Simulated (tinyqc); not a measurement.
## An infinitely deep well in a field (quantum-confined Stark shift), Airy functions: the Stark shift against well width

Hard walls at x = -L/2 and +L/2; between them U(x) = -F x (eV, zero at the centre). C = hbar^2/(2 m0), e = (C F^2/m1)^(1/3), z1 = (F L/2 - E)/e at the left wall and z2 = (-F L/2 - E)/e at the right wall. Levels are the roots of D(E) = Ai(z1) Bi(z2) - Ai(z2) Bi(z1).

Exact shifts E_n(F) - E_n(0) from the roots of D; <x> = -dE_1/dF. E_n(0) = C (n pi/L)^2/m1; second-order shift m1 F^2 L^4 (1 - 15/(pi n)^2)/(48 C pi^2 n^2).

Values chosen for this exercise: mass m1 = 0.066 m0; field F = 0.026 V/nm.

Constants: q = 1.602176634e-19 C, hbar = 1.054571817e-34 J s, m0 = 9.1093837015e-31 kg, hbar^2/(2 m0) = 0.0380998212 eV nm^2. Results are converted to the units shown.

Result of one run:

| L (nm) | F L/E_1(0) | shift of level 1 (meV) | second order, 1 (meV) | shift of level 2 (meV) | second order, 2 (meV) | <x> of level 1 (nm) |
|---|---|---|---|---|---|---|
| 5 | 0.5704 | -0.8026 | -0.8031 | 0.2390 | 0.2395 | 0.06170 |

What becomes of these results when the well width L is changed from 5 to 10.5 nm, all else the same?

Result of the changed run:

| L (nm) | F L/E_1(0) | shift of level 1 (meV) | second order, 1 (meV) | shift of level 2 (meV) | second order, 2 (meV) | <x> of level 1 (nm) |
|---|---|---|---|---|---|---|
| 10.5 | 5.283 | -14.86 | -15.62 | 3.925 | 4.657 | 1.091 |

The whole series:

| L (nm) | F L/E_1(0) | shift of level 1 (meV) | second order, 1 (meV) | shift of level 2 (meV) | second order, 2 (meV) | <x> of level 1 (nm) |
|---|---|---|---|---|---|---|
| 5 | 0.5704 | -0.8026 | -0.8031 | 0.2390 | 0.2395 | 0.06170 |
| 6.3 | 1.141 | -2.019 | -2.024 | 0.5986 | 0.6036 | 0.1549 |
| 7.7 | 2.083 | -4.479 | -4.517 | 1.310 | 1.347 | 0.3417 |
| 9.1 | 3.439 | -8.617 | -8.811 | 2.440 | 2.628 | 0.6486 |
| 10.5 | 5.283 | -14.86 | -15.62 | 3.925 | 4.657 | 1.091 |
| 11.9 | 7.690 | -23.39 | -25.77 | 5.414 | 7.684 | 1.653 |
| 13.2 | 10.50 | -33.26 | -39.01 | 6.201 | 11.63 | 2.247 |
| 14.6 | 14.20 | -45.63 | -58.38 | 5.602 | 17.41 | 2.926 |

The shift of level 1 falls from -0.803 to -45.6 meV, as L^(3.99) between the first two rows and L^(3.14) between the last two (second order: power 4). Second order is 0.064 % above it in size in the first row and 28 % above it in the last. The shift of level 2 goes from 0.239 through a maximum of 6.20 (at L = 13.2 nm among the rows listed) to 5.60 meV.

Program tinyqc, `OMP_NUM_THREADS=1 python tinyqc.py 2580030 2580031 out.jsonl`; Intel Xeon 2.30GHz, shared host, one thread, about 0.02 s.
